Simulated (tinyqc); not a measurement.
Inside a calculation. Method: coherent transport through a tight-binding region between two chains. Computed by tinyqc, a small Python program that keeps every step. Settings: temperature = 77, mu = -0.15. Command: `OMP_NUM_THREADS=1 python tinyqc.py 21797 21798 out.jsonl` (the two numbers bound the seeds that draw the settings). One thread of a shared host (Intel(R) Xeon(R) Processor @ 2.60GHz), about 0.07 s of CPU time with the checks.

## Transmission at E = -0.45 eV

H of the central region (eV), lower triangle:
```
           1          2         3
1   0.000000
2  -1.800000   0.710000
3   0.000000  -1.030000  0.000000
```

Leads: semi-infinite chains with site energy 0:
```
parameter                           value
lead hopping t (eV)              1.020000
coupling to the left lead (eV)   0.790000
coupling to the right lead (eV)  1.470000
left contact site                       1
right contact site                      3
```

E = -0.450000 eV

Surface Green function g = (E - i sqrt(4 t^2 - E^2)) / (2 t^2); self-energy tc^2 g on each contact site; G = (E - H - Sigma)^(-1); Gamma = -2 Im Sigma; T = Gamma_L Gamma_R |G_LR|^2; local density of states -Im G_ii / pi.

g = -0.216263-0.956242i 1/eV

G (1/eV), lower triangle:
```
                    1                   2                    3
1  0.300849-0.242510i
2  0.527805-0.142190i  0.045232-0.199880i
3  0.068666+0.263668i  0.099437+0.023380i  -0.008012-0.434448i
```

local density of states (1/eV): 0.077193  0.063624  0.138289

transmission = 0.366183

## Transmission across the band

The same steps on a grid of energies.

T(E):
```
E (eV)              T
-1.93800000  0.536121
-1.74420000  0.961091
-1.55040000  0.951131
-1.35660000  0.797959
-1.16280000  0.647963
-0.96900000  0.533686
-0.77520000  0.452061
-0.58140000  0.394753
-0.38760000  0.354960
-0.19380000  0.328047
0.00000000   0.311067
0.19380000   0.302274
0.38760000   0.300803
0.58140000   0.306518
0.77520000   0.319966
0.96900000   0.342447
1.16280000   0.376108
1.35660000   0.423761
1.55040000   0.486652
1.74420000   0.549330
1.93800000   0.460563
```

levels of the isolated region (eV): -1.749026  0.000000  2.459026

## Current

I = (2e/h) int T(E) [f(E - mu - V/2) - f(E - mu + V/2)] dE at 77 K with mu = -0.15 eV, the bias not changing H; 2e^2/h = 77.48092 microsiemens; the integral runs over the band on 4001 points.

Current:
```
V (volt)  I (microampere)
0.010000         0.250603
0.050000         1.253112
0.100000         2.506827
0.200000         5.018489
0.400000        10.075890
0.800000        20.470375
```
